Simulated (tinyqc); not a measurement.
Effective mass of the heavy-hole band from tabulated energies: one step. The non-parabolic form. The numbers come from values chosen for the exercise (band of an eight-band Kane model near GaSb).

c = hbar^2/2m0. A uniform scatter of up to 0.3 meV has been added to mimic numerical noise.
Constants: hbar^2/2m0 = 3.80998211 eV angstrom^2.

Energies along [110], from the band edge downward:
```
k (1/angstrom)     E (meV)
0.0000000         0.000000
0.0170000         1.928200
0.0340000         8.613600
0.0510000        18.848300
0.0680000        32.908900
0.0850000        49.793500
0.1020000        68.219400
0.1190000        87.252900
0.1360000       107.210000
```

reference mass (curvature of the model at k = 0.0001 1/angstrom) = 0.5000287 m0

Question. E (1 + alpha E) = c k^2/m means that y = c k^2/E is a straight line in E with intercept m and slope m alpha. Fit the line by unweighted least squares over points 1 to 8, E in eV.

Give: y; m; alpha.

Answer.

y (m0): 0.57104  0.51132  0.52576  0.53534  0.55283  0.58105  0.61835  0.65730

m = 0.51710 m0
alpha = 2.148 1/eV

The intercept errs by +3.41 %. The scatter of the first points, divided by small energies, tilts an unweighted line. For this band the scale of alpha is set by Dso = 0.76 eV as well as by the gap.

(tinyqc, `OMP_NUM_THREADS=1 python tinyqc.py 1880690 1880691 out.jsonl`, Intel(R) Xeon(R) Processor @ 2.30GHz, 1 thread, shared host, about 0.01 s.)
